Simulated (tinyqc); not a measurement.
Specific resistance of a metal-semiconductor contact and its transmission-line measurement. Changing the barrier height phi_B. Computed by tinyqc, a small Python program. Command: `OMP_NUM_THREADS=1 python tinyqc.py 3025858 3025859 out.jsonl contact sweep`. One thread of a shared host (Intel(R) Xeon(R) Processor @ 2.30GHz), about 0.01 s of CPU time with the checks.

The barrier is parabolic (depletion approximation), energies E are normal energies counted from the band edge in the neutral semiconductor (downwards for holes), and the bias is zero. xi is an input, held fixed when other inputs move.

Inputs (values chosen for the exercise, modelled on n-type In0.53Ga0.47As):

| quantity | value | unit |
|---|---|---|
| tunnelling mass m | 0.045 | m_0 |
| permittivity eps | 13.9 | - |
| Richardson constant A* | 5.17 | A/(cm^2 K^2) |
| doping N | 1.3e+18 | 1/cm^3 |
| Fermi level above the band edge in the bulk, xi | 0.069 | eV |
| temperature T | 200 | K |

Image-force lowering: included.

Constants: hbar = 1.054571817e-34 J s; eps_0 = 8.8541878128e-12 F/m; m_0 = 9.1093837015e-31 kg; k_B = 8.617333262e-05 eV/K; e = 1.602176634e-19 C.

Method:
- E_00 = (e hbar/2) sqrt(N/(eps eps_0 m)); band bending E_b = phi_B + xi; depletion width w = sqrt(2 eps eps_0 E_b/(e^2 N)). Image lowering d_phi = (e^3 N E_b/(8 pi^2 (eps eps_0)^3))^(1/4) (E_b in volts), and E_b - d_phi replaces E_b everywhere except in w.
- WKB transmission for E < E_b, with a = E/E_b: D = exp{-(E_b/E_00) [sqrt(1 - a) - a ln((1 + sqrt(1 - a))/sqrt(a))]}; D = 1 above.
- At zero bias 1/rho_c = (e A*/k_B^2) int D(E) f(E) dE, f = 1/(1 + exp((E - xi)/k_B T)); 200 Gauss-Legendre points from 0 to E_b, and k_B T ln(1 + exp((xi - E_b)/k_B T)) for the part above the barrier; the share of tunnelling is the part below.

One run for each value:

| barrier height phi_B (eV) | specific contact resistance rho_c (ohm cm^2) | share of tunnelling (%) | depletion width (nm) |
|---|---|---|---|
| 0.10 | 9.5166e-08 | 93.97 | 14.132 |
| 0.23 | 2.3697e-06 | 99.87 | 18.798 |
| 0.35 | 7.3396e-05 | 99.99 | 22.252 |
| 0.47 | 2.7668e-03 | 100.00 | 25.239 |
| 0.60 | 1.6018e-01 | 100.00 | 28.118 |
| 0.72 | 7.3131e+00 | 100.00 | 30.536 |
| 0.85 | 4.8507e+02 | 100.00 | 32.955 |
| 0.97 | 2.4170e+04 | 100.00 | 35.041 |
| 1.10 | 1.7176e+06 | 100.00 | 37.169 |

Describe and explain the trends.

Over the rows, specific contact resistance rho_c (ohm cm^2) rises from 9.52e-8 to 1.72e6 (exponent d ln y / d ln x 3.9 between the first rows and 34 between the last); share of tunnelling (%) rises from 94.0 to 100; depletion width (nm) rises from 14.1 to 37.2 (exponent d ln y / d ln x 0.34 between the first rows and 0.47 between the last). Between the last rows rho_c rises one decade per 70.2 meV, against ln(10) k_B T = 40 meV for pure thermionic emission and ln(10) E_00 coth(E_00/k_B T) = 67 meV with tunnelling.
